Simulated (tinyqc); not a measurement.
Worked calculation: Hueckel theory of the pi electrons, for the molecule Bc1cc([CH2+])cc(Cl)c1 (SMILES; centres numbered as the heavy atoms are written). Computed by tinyqc, a small Python program that keeps every step. Settings: charge = 1. Command: `OMP_NUM_THREADS=1 python tinyqc.py 30877 30878 out.jsonl` (the two numbers bound the seeds that draw the settings). One thread of a shared host (Intel(R) Xeon(R) Processor @ 2.60GHz), about 0.01 s of CPU time with the checks.

## The Hueckel matrix

Centres:
```
centre  z_r, pi electrons of the neutral centre          h
1B                                            0  -0.940000
2C                                            1   0.000000
3C                                            1   0.000000
4C                                            1   0.000000
5C                                            1   0.000000
6C                                            1   0.000000
7C                                            1   0.000000
8Cl                                           2   1.960000
9C                                            1   0.000000
```

Bonds:
```
i  j         k
1  2  0.710000
2  3         1
3  4         1
4  5         1
4  6         1
6  7         1
7  8  0.460000
7  9         1
9  2         1
```

H_rr = alpha + h_r beta, H_rs = k_rs beta for bonded centres.

Hueckel matrix in units of beta (H = alpha + beta A):
```
            1B        2C        3C        4C        5C        6C        7C       8Cl
1B   -0.940000  0.710000  0.000000  0.000000  0.000000  0.000000  0.000000  0.000000
2C    0.710000  0.000000  1.000000  0.000000  0.000000  0.000000  0.000000  0.000000
3C    0.000000  1.000000  0.000000  1.000000  0.000000  0.000000  0.000000  0.000000
4C    0.000000  0.000000  1.000000  0.000000  1.000000  1.000000  0.000000  0.000000
5C    0.000000  0.000000  0.000000  1.000000  0.000000  0.000000  0.000000  0.000000
6C    0.000000  0.000000  0.000000  1.000000  0.000000  0.000000  1.000000  0.000000
7C    0.000000  0.000000  0.000000  0.000000  0.000000  1.000000  0.000000  0.460000
8Cl   0.000000  0.000000  0.000000  0.000000  0.000000  0.000000  0.460000  1.960000
9C    0.000000  1.000000  0.000000  0.000000  0.000000  0.000000  1.000000  0.000000

           9C
1B   0.000000
2C   1.000000
3C   0.000000
4C   0.000000
5C   0.000000
6C   0.000000
7C   1.000000
8Cl  0.000000
9C   0.000000
```

## Orbitals

pi electrons, sum of z_r less the charge = 8

Diagonalise; E = alpha + x beta with beta < 0, so the largest x are filled first; degenerate levels share their electrons. P = sum n_i c_ri c_si; each orbital has its largest coefficient positive (the first on a tie).

x values: 2.253952  1.945832  1.281731  0.984876  0.000000  -0.613340  -1.182201  -1.479674  -2.171176

occupations: 2.000000  2.000000  2.000000  2.000000  0.000000  0.000000  0.000000  0.000000  0.000000

coefficients:
```
          MO1        MO2        MO3        MO4        MO5        MO6        MO7        MO8
1B   0.058607  -0.071025   0.156382  -0.130177   0.000000   0.695942   0.273397   0.575274
2C   0.263645  -0.288686   0.489352  -0.352921   0.000000   0.320192  -0.093264  -0.437268
3C   0.258405  -0.351548   0.005503  -0.458516  -0.377964  -0.418305   0.349052  -0.005102
4C   0.318788  -0.395367  -0.482298  -0.098660   0.000000  -0.063629  -0.319386   0.444817
5C   0.141435  -0.203187  -0.376286  -0.100175   0.755929   0.103742   0.270162  -0.300618
6C   0.318692  -0.214584  -0.247393   0.461523  -0.377964   0.353589  -0.241635  -0.352464
7C   0.399529  -0.022176   0.165206   0.553203   0.000000  -0.153241   0.605047   0.076714
8Cl  0.625216   0.719979  -0.112042  -0.260965   0.000000   0.027393  -0.088575  -0.010259
9C   0.294227  -0.159758   0.510682   0.203358   0.377964  -0.272201  -0.432907   0.243671

           MO9
1B   -0.245148
2C    0.425099
3C   -0.399593
4C    0.442488
5C   -0.203801
6C   -0.357325
7C    0.333328
8Cl  -0.037116
9C   -0.349316
```

charge and bond-order matrix P:
```
            1B         2C         3C         4C         5C         6C         7C        8Cl
1B    0.099762   0.316847   0.201324  -0.031631  -0.046167  -0.129698  -0.042377   0.003911
2C    0.316847   1.033733   0.668255  -0.006020  -0.105673  -0.275950  -0.005315  -0.011480
3C    0.201324   0.668255   0.801253   0.527900   0.303677  -0.110378  -0.283414   0.054985
4C   -0.031631  -0.006020   0.527900   1.000572   0.633573   0.520436   0.003750  -0.011120
5C   -0.046167  -0.105673   0.303677   0.633573   0.425830   0.271065  -0.113137   0.020879
6C   -0.129698  -0.275950  -0.110378   0.520436   0.271065   0.843636   0.693061  -0.095934
7C   -0.042377  -0.005315  -0.283414   0.003750  -0.113137   0.693061   0.986884   0.141897
8Cl   0.003911  -0.011480   0.054985  -0.011120   0.020879  -0.095934   0.141897   1.979842
9C    0.163960   0.603651   0.083520  -0.218810  -0.276919   0.191128   0.635922  -0.082708

            9C
1B    0.163960
2C    0.603651
3C    0.083520
4C   -0.218810
5C   -0.276919
6C    0.191128
7C    0.635922
8Cl  -0.082708
9C    0.828487
```

## Energy, charges, bond orders

E = sum n x; q_r = z_r - P_rr; bond order p = P_rs; free valence = sqrt(3) - sum of p over the bonds of the atom.

pi energy = 8 alpha + this times beta = 12.932781

pi charges: 1B -0.099762, 2C -0.033733, 3C 0.198747, 4C -0.000572, 5C 0.574170, 6C 0.156364, 7C 0.013116, 8Cl 0.020158, 9C 0.171513

Bond orders and lengths from R = 1.517 - 0.180 p (angstrom, C-C alone):
```
bond         p         R
1-2   0.316847         -
2-3   0.668255  1.396714
3-4   0.527900  1.421978
4-5   0.633573  1.402957
4-6   0.520436  1.423322
6-7   0.693061  1.392249
7-8   0.141897         -
7-9   0.635922  1.402534
9-2   0.603651  1.408343
```

free valence of the carbons: 2C 0.143298, 3C 0.535896, 4C 0.050141, 5C 1.098478, 6C 0.518553, 7C 0.261170, 9C 0.492477

gap between the highest filled and the next level = 0.984876 |beta|
